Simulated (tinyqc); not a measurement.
## Insulator thickness and V0 from two charges

Problem. In an undoped wire Vg - V0 = Q/Cox + Vt ln(Q/Q0) + Vt ln(1 + Q/Q0) at the source, with Q0 = 4 eps0 eps_r Vt/R and Cox = eps0 eox/(R ln(1 + tox/R)). Find Cox, tox and V0.

Parameters, values chosen for the exercise; material values close to those of silicon: temperature T = 300 K; relative permittivity of the semiconductor eps_r = 11.5; relative permittivity of the gate insulator eox = 9.01; wire radius R = 5 nm.

Constants: q = 1.602176634e-19 C, kB = 1.380649e-23 J/K, Vt = kB T/q, eps0 = 8.8541878128e-14 F/cm where lengths are in cm. Results are converted to the units shown.

Qs at Vg = 0.85 and 1.25 V (nC/cm^2): 1005.1706  2675.9098

Solution. The two equations are linear in 1/Cox and V0; tox follows by inverting the logarithm.

Cox = 4.742 uF/cm^2
tox = 2.000 nm
V0 = 0.5523 V

Numbers from tinyqc (`OMP_NUM_THREADS=1 python tinyqc.py 2460064 2460065 out.jsonl`; about 0.02 s on one thread of a shared Intel Xeon 2.30GHz).
